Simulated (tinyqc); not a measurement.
Inside a calculation. Method: Hueckel theory of the pi electrons, for the molecule C=Cc1ccncc1 (SMILES; centres numbered as the heavy atoms are written). One step of it, computed by the program tinyqc.

Question. Orbitals. Diagonalise; E = alpha + x beta with beta < 0, so the largest x are filled first; degenerate levels share their electrons. P = sum n_i c_ri c_si; each orbital has its largest coefficient positive (the first on a tie).

Hueckel matrix in units of beta (H = alpha + beta A), lower triangle:
```
          1C        2C        3C        4C        5C        6N        7C        8C
1C  0.000000
2C  1.000000  0.000000
3C  0.000000  1.000000  0.000000
4C  0.000000  0.000000  1.000000  0.000000
5C  0.000000  0.000000  0.000000  1.000000  0.000000
6N  0.000000  0.000000  0.000000  0.000000  1.000000  0.500000
7C  0.000000  0.000000  0.000000  0.000000  0.000000  1.000000  0.000000
8C  0.000000  0.000000  1.000000  0.000000  0.000000  0.000000  1.000000  0.000000
```

pi electrons, sum of z_r less the charge = 8

Give: x values; occupations; coefficients; charge and bond-order matrix P.

Answer.

x values: 2.202  1.553  1.000  0.734  -0.581  -1.000  -1.307  -2.100

occupations: 2.000  2.000  2.000  2.000  0.000  0.000  0.000  0.000

coefficients:
```
      MO1     MO2     MO3     MO4     MO5     MO6     MO7     MO8
1C  0.118  -0.311   0.000   0.611   0.574   0.000  -0.400   0.160
2C  0.260  -0.484   0.000   0.448  -0.334   0.000   0.523  -0.335
3C  0.454  -0.439   0.000  -0.282  -0.380   0.000  -0.283   0.545
4C  0.370  -0.099   0.500  -0.328   0.278   0.500  -0.077  -0.404
5C  0.360   0.285   0.500   0.042   0.219  -0.500   0.383   0.304
6N  0.423   0.542   0.000   0.358  -0.405   0.000  -0.424  -0.234
7C  0.360   0.285  -0.500   0.042   0.219   0.500   0.383   0.304
8C  0.370  -0.099  -0.500  -0.328   0.278  -0.500  -0.077  -0.404
```

charge and bond-order matrix P, lower triangle:
```
        1C      2C      3C      4C      5C      6N     7C     8C
1C   0.968
2C   0.910   1.004
3C   0.036   0.408   0.957
4C  -0.251  -0.006   0.608   1.008
5C  -0.042  -0.051   0.053   0.683   0.926
6N   0.200   0.017  -0.294  -0.029   0.644   1.203
7C  -0.042  -0.051   0.053  -0.317  -0.074   0.644  0.926
8C  -0.251  -0.006   0.608   0.008  -0.317  -0.029  0.683  1.008
```
